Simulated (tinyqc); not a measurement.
Minority carriers and saturation current of a heavily doped emitter: two steps of the calculation.

n-type, parabolic bands, full ionisation. eta = (EF - Ec)/kB T solves N = Nc F12(eta), F12(x) = (2/sqrt(pi)) int_0^infinity sqrt(u)/(1 + exp(u - x)) du. The gap shrinks rigidly by dEg = a3 y^(1/3) + a4 y^(1/4) + a2 y^(1/2), y = N/1e18 cm^-3, an empirical law that is here taken as the true narrowing.

Values chosen for this exercise; band and dielectric values those of a made-up semiconductor:
- T = 300 K (temperature)
- Eg = 1.24 eV (band gap)
- Nc = 2.68e19 cm^-3 (conduction-band density of states at 300 K)
- Nv = 2.03e19 cm^-3 (valence-band density of states at 300 K)
- N = 7.8e18 cm^-3 (ionised donor density)
- a3 = 18.2 meV (coefficient of (N/1e18)^(1/3))
- a4 = 6.4 meV (coefficient of (N/1e18)^(1/4))
- a2 = 3.9 meV (coefficient of (N/1e18)^(1/2))
- mup = 190 cm^2/(V s) (minority-hole mobility)
- Cn = 3e-31 cm^6/s (Auger coefficient)
- ts = 2.3 us (defect lifetime)
- W = 1100 nm (emitter width)
- S = 2.8e5 cm/s (recombination velocity at the contact)

Constants: q = 1.602176634e-19 C, kB = 1.380649e-23 J/K, Vt = kB T/q. Results are converted to the units shown.

Task 1. Effective intrinsic density. ni = sqrt(Nc Nv) exp(-Eg/(2 Vt)), Eg in volts; degeneracy factor g = F12(eta) exp(-eta); nie^2 = ni^2 exp(dEg/kB T) g, p0 = nie^2/N; apparent narrowing dEg + kB T ln g.

converged eta = -1.1317940

Wanted: ni; dEg; g; apparent narrowing; nie; p0.

Result 1.

ni = 8.9593e8 cm^-3
dEg = 57.682 meV
g = 0.90259
apparent narrowing = 55.032 meV
nie = 2.5973e9 cm^-3
p0 = 0.86488 cm^-3

Narrowing multiplies p0 by 9.31 and degeneracy by 0.903.

Task 2. Saturation current. 1/tau = Cn N^2 + 1/ts, D = mup Vt, L = sqrt(D tau); J0 = (q p0 D/L)(s + tanh(W/L))/(1 + s tanh(W/L)), s = S L/D; the share recombining inside is 1 - 1/[cosh(W/L)(1 + tanh(W/L)/s)].

p0 = 0.86488005 cm^-3

Find: tau; L; s; J0; share recombining inside.

Result 2.

tau = 53.51 ns
L = 5127 nm
s = 29.23
J0 = 5.446 fA/cm^2
share recombining inside = 2.960 %

The emitter is transparent: most holes reach the contact.

Range of the model: Band tails, non-parabolic bands and incomplete ionisation are left out.

Computed by the program tinyqc: `OMP_NUM_THREADS=1 python tinyqc.py 2330121 2330122 out.jsonl`, one thread of a shared Intel Xeon 2.30GHz, about 0.01 s for the whole run.
